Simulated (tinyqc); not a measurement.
Channel length: inversion-layer mobility, back-scattering and ballistic limit of a field-effect transistor. Computed by tinyqc, a small Python program. Command: `OMP_NUM_THREADS=1 python tinyqc.py 3001183 3001184 out.jsonl mos walk`. One thread of a shared host (Intel(R) Xeon(R) Processor @ 2.30GHz), about 0.01 s of CPU time with the checks.

The charge at the top of the source barrier is fixed by the gate; series resistance and short-channel effects are left out. F_j are Fermi integrals normalised to exp(eta) in the classical limit.

Inputs (values chosen for the exercise, modelled on a germanium p-channel):

| quantity | value | unit |
|---|---|---|
| transport mass m | 0.19 | m_0 |
| valley degeneracy g_v | 1 | - |
| weight w of the inversion charge | 0.333 | - |
| permittivity eps | 16 | - |
| phonon mobility at 1 MV/cm and 300 K, mu_ph | 240 | cm^2/(V s) |
| roughness mobility at 1 MV/cm, mu_sr | 330 | cm^2/(V s) |
| Coulomb mobility at N_inv = 1e12/cm^2, mu_C | 630 | cm^2/(V s) |
| electrical oxide thickness t_inv | 4.6 | nm |
| depletion charge N_dep | 9.4e+11 | 1/cm^2 |
| gate overdrive V_G - V_T | 0.071 | V |
| drain voltage V_D | 0.83 | V |
| exponent a of the critical length | 0.76 | - |
| temperature T | 300 | K |

Statistics at the top of the barrier: non-degenerate.

Constants: eps_0 = 8.8541878128e-12 F/m; e = 1.602176634e-19 C; m_0 = 9.1093837015e-31 kg; k_B = 1.380649e-23 J/K; hbar = 1.054571817e-34 J s; k_B = 8.617333262e-05 eV/K.

Method:
- N_inv = 3.9 eps_0 (V_G - V_T)/(e t_inv); effective field E_eff = e (N_dep + w N_inv)/(eps eps_0).
- mu_phonon = mu_ph (E_eff/1 MV/cm)^(-0.3) (T/300 K)^(-1.75); mu_rough = mu_sr (E_eff/1 MV/cm)^(-2); mu_Coulomb = mu_C (N_inv/1e12 cm^-2) (T/300 K); Matthiessen's rule adds 1/mu.
- Non-degenerate: every F_j(eta) is replaced by exp(eta).
- Ballistic channel: N_2D = g_v m k_B T/(pi hbar^2), U = e V_D/(k_B T); eta_F solves N_inv = (N_2D/2)[F_0(eta_F) + F_0(eta_F - U)]; v_T = sqrt(2 k_B T/(pi m)); I/W = e (N_2D/2) v_T [F_1/2(eta_F) - F_1/2(eta_F - U)]; injection velocity v_T F_1/2(eta_F)/F_0(eta_F).
- Mean free path lambda = (2 k_B T/e)(mu/v_T) F_0(eta_0)/F_-1/2(eta_0), with eta_0 from N_inv = N_2D F_0(eta_0); critical length l = L (1 + U)^(-a), an empirical rule; back-scattering r = l/(l + lambda). Then eta solves N_inv = (N_2D/2)[(1 + r) F_0(eta) + (1 - r) F_0(eta - U)] and I/W = e (N_2D/2) v_T (1 - r)[F_1/2(eta) - F_1/2(eta - U)].
- The last column is the long-channel law e N_inv mu V/L with V = V_D - V_D^2/(2 V_ov) below pinch-off and V_ov/2 above, V_ov = V_G - V_T.

inversion density N_inv = 3.32662e+11 1/cm^2

effective mobility mu = 142.581 cm^2/(V s)

ballistic current I/W = 65.7862 microampere/micrometre

Currents (microampere/micrometre):

| L (nm) | r | I/W | ballistic ratio | long-channel law |
|---|---|---|---|---|
| 5 | 0.05533 | 58.888 | 0.89514 | 53.955 |
| 10 | 0.10486 | 53.299 | 0.81019 | 26.978 |
| 20 | 0.18981 | 44.796 | 0.68094 | 13.489 |
| 40 | 0.31906 | 33.961 | 0.51623 | 6.744 |
| 80 | 0.48377 | 22.888 | 0.34792 | 3.372 |
| 160 | 0.65208 | 13.854 | 0.21059 | 1.686 |
| 400 | 0.82412 | 6.343 | 0.09642 | 0.674 |
| 1000 | 0.92135 | 2.693 | 0.04094 | 0.270 |

What does the comparison show, and why?

The current scales as L^-0.93 at the long end and as L^-0.14 at the short end, where it reaches 90 % of the ballistic 65.8. At 1000 nm the model gives 9.98 times the long-channel law; the rule for l is a fit for short devices and fails wherever the model exceeds that law. Raising mu by 10 % at 20 nm raises I by 3.0 %.
